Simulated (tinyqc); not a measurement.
Ten-year voltage from two stress tests.

Problem. Lifetimes follow tau = t0 exp(B/Vd). Ten years are 3.15576e8 s. Find B, t0 and the drain voltage for ten years.

lifetimes at Vd = 2.4 and 2.7 V (s): 68000  577.520804

Answer. ln(tau) is linear in 1/Vd.

B = 103 V
t0 = 1.56e-14 s
ten-year voltage = 2.01 V

Numbers from tinyqc (`OMP_NUM_THREADS=1 python tinyqc.py 2550123 2550124 out.jsonl`; about 0.01 s on one thread of a shared Intel Xeon 2.30GHz).
